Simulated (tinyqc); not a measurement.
# Surface potential of a MOS transistor: implicit equation and explicit approximations: what changes with what

p-type body, charge-sheet picture, depletion and inversion only, full ionisation (an idealisation for deep acceptors), Boltzmann statistics (rough once Na exp(x - xn) passes about Nc/7). In units of Vt: xg = (Vg - Vfb)/Vt, x = psi/Vt, G = gamma/sqrt(Vt), xn = (2 phiF + Vc)/Vt. The implicit equation is (xg - x)^2 = G^2 [x - 1 + exp(x - xn)] for x above about 3. Cox = eps0 eox/tox.

Parameters, values chosen for the exercise; band and dielectric values close to those of silicon: temperature T = 350 K; band gap Eg = 1.13 eV; relative permittivity eps_r = 11.5; conduction-band density of states at T Nc = 3.59e19 cm^-3; valence-band density of states at T Nv = 3.3e19 cm^-3; relative permittivity of the gate insulator (close to silicon dioxide) eox = 3.9; insulator thickness tox = 14 nm; acceptor density Na = 1e18 cm^-3; flat-band voltage Vfb = -0.66 V; channel-body voltage Vc = 0.5 V; gate-body voltage Vg = 3.65 V.

Constants: q = 1.602176634e-19 C, kB = 1.380649e-23 J/K, Vt = kB T/q, eps0 = 8.8541878128e-14 F/cm where lengths are in cm. Results are converted to the units shown.

Each table varies one quantity; the others keep the values above.

## Accuracy of the approximations against gate voltage

ni = sqrt(Nc Nv) exp(-Eg/(2 Vt)), Eg in volts; phiF = Vt ln(Na/ni); gamma = sqrt(2 q eps0 eps_r Na)/Cox; VT = Vfb + Vt (xn + G sqrt(xn - 1)). Depletion value a = 1 + [sqrt(G^2/4 + xg - 1) - G/2]^2; inversion value b = xn + ln[(xg - xn)^2/G^2 - xn + 1] and first guess y = min(a, b) - ln(1 + exp(-|a - b|)) if a > xn + 1, else b = y = a; one second-order correction with D = exp(y - xn), p = 2 (xg - y) + G^2 (1 + D), w = (xg - y)^2 - G^2 (y - 1 + D): z = y + 2 w/(p + sqrt(p^2 - 2 (2 - G^2 D) w)), or the Newton step z = y + w/p where the root is not real. N_inv = (Cox Vt G/q) [sqrt(x - 1 + exp(x - xn)) - sqrt(x - 1)] at the root. Lambert form (Cox m Vt/q) W0[(G/(2 m sqrt(xn - 1))) exp((Vg - VT)/(m Vt))], m = 1 + G/(2 sqrt(xn - 1)). Errors under 1e-4 mV, and the linear form below VT, are printed as 0.

Accuracy of the approximations against gate voltage:

| Vg (V) | psi (V) | x - xn | error of y (mV) | error of z (mV) | N_inv (cm^-2) | Cox (Vg - VT)/q (cm^-2) | Lambert form (cm^-2) |
|---|---|---|---|---|---|---|---|
| 3.08 | 1.217 | -6.616 | 0.0208 | 0 | 6.610e7 | 0 | 5.385e7 |
| 3.28 | 1.314 | -3.384 | 0.517 | 0 | 1.608e9 | 0 | 1.501e9 |
| 3.48 | 1.405 | -0.3908 | 10.1 | -0.0623 | 3.091e10 | 0 | 3.089e10 |
| 3.68 | 1.458 | 1.384 | 9.68 | -0.146 | 1.758e11 | 3.028e11 | 1.777e11 |
| 3.88 | 1.484 | 2.251 | 11.9 | -0.376 | 4.046e11 | 6.107e11 | 4.088e11 |
| 4.08 | 1.500 | 2.781 | 9.76 | -0.204 | 6.643e11 | 9.186e11 | 6.711e11 |
| 4.28 | 1.512 | 3.158 | 8.10 | -0.114 | 9.380e11 | 1.226e12 | 9.472e11 |
| 4.48 | 1.521 | 3.452 | 6.95 | -0.0702 | 1.219e12 | 1.534e12 | 1.231e12 |
| 4.68 | 1.528 | 3.693 | 6.11 | -0.0470 | 1.505e12 | 1.842e12 | 1.519e12 |

What does the table show?

psi rises from 1.22 to 1.53 V and ends 3.7 Vt above 2 phiF + Vc. Among the rows the first guess is off by at most 12 mV (at Vg = 3.88 V) and the corrected value by at most 0.38 mV. In the last row the linear form is 22 % above N_inv and the Lambert form 0.94 % above it; in the first row the Lambert form is 19 % below it. For Vg = 3.88, 4.08, 4.28, 4.48, 4.68 the electron quasi-Fermi level lies less than 2 Vt below the band edge at the surface, or above it, where degeneracy and confinement, left out, matter.

## Effect of the insulator thickness at fixed gate voltage

Same model as above.

Result of one run:

| tox (nm) | psi (V) | x - xn | error of y (mV) | error of z (mV) | N_inv (cm^-2) | Cox (Vg - VT)/q (cm^-2) | Lambert form (cm^-2) |
|---|---|---|---|---|---|---|---|
| 4.7 | 1.5935 | 5.8663 | 4.76 | -0.0219 | 7.9995e12 | 9.0707e12 | 8.1176e12 |

What becomes of these results when the insulator thickness tox is changed from 4.7 to 12 nm, all else the same?

Result of the changed run:

| tox (nm) | psi (V) | x - xn | error of y (mV) | error of z (mV) | N_inv (cm^-2) | Cox (Vg - VT)/q (cm^-2) | Lambert form (cm^-2) |
|---|---|---|---|---|---|---|---|
| 12 | 1.5028 | 2.8611 | 10.1 | -0.231 | 7.1534e11 | 9.9900e11 | 7.2322e11 |

The whole series:

| tox (nm) | psi (V) | x - xn | error of y (mV) | error of z (mV) | N_inv (cm^-2) | Cox (Vg - VT)/q (cm^-2) | Lambert form (cm^-2) |
|---|---|---|---|---|---|---|---|
| 4.7 | 1.5935 | 5.8663 | 4.76 | -0.0219 | 7.9995e12 | 9.0707e12 | 8.1176e12 |
| 6.4 | 1.5716 | 5.1401 | 5.03 | -0.0259 | 4.7957e12 | 5.5462e12 | 4.8590e12 |
| 8.7 | 1.5456 | 4.2780 | 6.03 | -0.0455 | 2.4596e12 | 2.9702e12 | 2.4889e12 |
| 12 | 1.5028 | 2.8611 | 10.1 | -0.231 | 7.1534e11 | 9.9900e11 | 7.2322e11 |
| 16 | 1.3122 | -3.4606 | 0.510 | 0 | 1.4913e9 | 0 | 1.3856e9 |
| 22 | 0.90540 | -16.947 | 0 | 0 | 2507.6 | 0 | 613.46 |

As tox goes from 4.7 to 22, psi falls from 1.59 to 0.905 V, x - xn falls from 5.87 to -16.9 and N_inv falls from 8.00e12 to 2510 cm^-2. The Lambert form lies between 0.245 and 1.01 times N_inv. For tox = 4.7, 6.4, 8.7, 12 the electron quasi-Fermi level lies less than 2 Vt below the band edge at the surface, or above it, where degeneracy and confinement, left out, matter.

Program tinyqc, `OMP_NUM_THREADS=1 python tinyqc.py 2122129 2122130 out.jsonl`; Intel Xeon 2.30GHz, shared host, one thread, about 0.01 s.
